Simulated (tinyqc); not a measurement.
From results back to parameters: inversion layer as a triangular well, valleys of the Si type. Four cases, with inputs chosen for the exercise.

Problem. The spacing of the two lowest levels of one ladder was computed from a hidden sheet density Ns.

The field is taken as constant, e F = 4 pi (e^2/4 pi eps0)(Nd + eta Ns)/eps, with 1e12/cm^2 = 1e-4/angstrom^2, and the oxide as a hard wall at z = 0; c = hbar^2/2m0.

Level j of a valley lies at E_j = a_j (c (e F)^2/m_z)^(1/3) above the band edge at the surface, with the Airy zeros a_j = 2.338107, 4.087949, 5.520560, 6.786708, 7.944134, 9.022651, 10.040174, 11.008524, 11.936016, 12.828777, and has <z> = 2 E_j/(3 e F).

Constants: hbar^2/2m0 = 3.80998211 eV angstrom^2; e^2/(4 pi eps0) = 14.39964547 eV angstrom.

Find: F; Ns.

Method. e F = sqrt(m_z/c) [(E_1 - E_0)/(a_1 - a_0)]^(3/2), with a_0 and a_1 the first two zeros; then Ns = (eps e F/(4 pi e^2/4 pi eps0) - Nd)/eta.

Case 1.

Values chosen (near those of Si; not measured data): m_z = 0.908 m0 (confinement mass); eps = 11.5 (dielectric constant); Nd = 0.13 x 1e12/cm^2 (depletion charge); eta = 0.5 (share of Ns in the effective field).

E_1 - E_0 = 69.9554 meV

Solution.

F = 0.3902 MV/cm
Ns = 4.70 x 1e12/cm^2

Case 2.

Values chosen (near those of Si; not measured data): m_z = 0.3119 m0 (confinement mass); eps = 11.7 (dielectric constant); Nd = 0.12 x 1e12/cm^2 (depletion charge); eta = 0.5 (share of Ns in the effective field).

E_1 - E_0 = 38.7649 meV

Solution.

F = 0.0943 MV/cm
Ns = 0.98 x 1e12/cm^2

Case 3.

Values chosen (near those of Si; not measured data): m_z = 0.257 m0 (confinement mass); eps = 11.6 (dielectric constant); Nd = 2.5 x 1e12/cm^2 (depletion charge); eta = 0.75 (share of Ns in the effective field).

E_1 - E_0 = 147.5082 meV

Solution.

F = 0.6357 MV/cm
Ns = 2.10 x 1e12/cm^2

Case 4.

Values chosen (near those of Si; not measured data): m_z = 0.905 m0 (confinement mass); eps = 11.8 (dielectric constant); Nd = 0.11 x 1e12/cm^2 (depletion charge); eta = 0.5 (share of Ns in the effective field).

E_1 - E_0 = 24.6071 meV

Solution.

F = 0.0813 MV/cm
Ns = 0.84 x 1e12/cm^2

Computed by tinyqc, one run a case: `OMP_NUM_THREADS=1 python tinyqc.py N N+1 out.jsonl` with N = 1250105, 1250138, 1250202, 1250229; one thread of a shared Intel(R) Xeon(R) Processor @ 2.30GHz, about 0.03 s a run at most.
